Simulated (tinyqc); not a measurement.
Comparisons within one model: Brillouin zone and empty-lattice bands of the bcc structure. A value that a table varies takes the place of the one given here.

Primitive vectors a (-1/2,1/2,1/2), a (1/2,-1/2,1/2), a (1/2,1/2,-1/2); one atom. Reciprocal vectors obey a_i.b_j = 2 pi delta_ij; k is given in units of 2 pi/a. Empty-lattice levels are c0 (2 pi/a)^2 |k + G|^2, c0 = hbar^2/2m0. Points: H = (1, 0, 0), N = (0.5, 0.5, 0), P = (0.5, 0.5, 0.5).

Constants: hbar^2/2m0 = 3.80998211 eV angstrom^2.

Inputs chosen for the exercise (out of a larger set: lattice near that of Mo; not measured data): a = 3.131 angstrom (lattice constant).

## Electron counts at which the sphere reaches the zone

Z = V kF^3/(3 pi^2), V the volume of the primitive cell, with kF = |k| of each point.

Results:
```
point  |k| (2 pi/a)  Z per atom  EF there (eV)
H            1.0000       4.189         15.343
N            0.7071       1.481          7.672
P            0.8660       2.721         11.507
```

The sphere first touches the zone at N, for Z = 1.481, and covers it at H, for Z = 4.189, while the zone itself holds 2 electrons per atom. These counts do not depend on a. First contact at 1.36 (fcc) and 1.48 (bcc) is the free-electron argument for the Hume-Rothery limits of brasses.

## Empty-lattice bands from Gamma to P

k = f x P; the eight lowest levels, degenerate ones repeated.

Levels (eV):
```
f          1      2      3      4      5      6      7      8
0.000   0.00  30.69  30.69  30.69  30.69  30.69  30.69  30.69
0.167   0.32  25.89  25.89  25.89  31.01  31.01  31.01  31.01
0.333   1.28  21.74  21.74  21.74  31.97  31.97  31.97  31.97
0.500   2.88  18.22  18.22  18.22  33.56  33.56  33.56  33.56
0.667   5.11  15.34  15.34  15.34  35.80  35.80  35.80  35.80
0.833   7.99  13.11  13.11  13.11  38.68  38.68  38.68  38.68
1.000  11.51  11.51  11.51  11.51  42.19  42.19  42.19  42.19
```

Band 1 is the parabola f^2 x 11.51 eV. The next levels start from the first shell of G at 30.69 eV; a branch falls at first if its G has a component against k, and branches cross. The second level ends at 11.51 eV and meets band 1 at the zone surface.

Run: tinyqc, `OMP_NUM_THREADS=1 python tinyqc.py 1850926 1850927 out.jsonl`; Intel(R) Xeon(R) Processor @ 2.30GHz, one thread, shared host; about 0.01 s of CPU time with all checks.
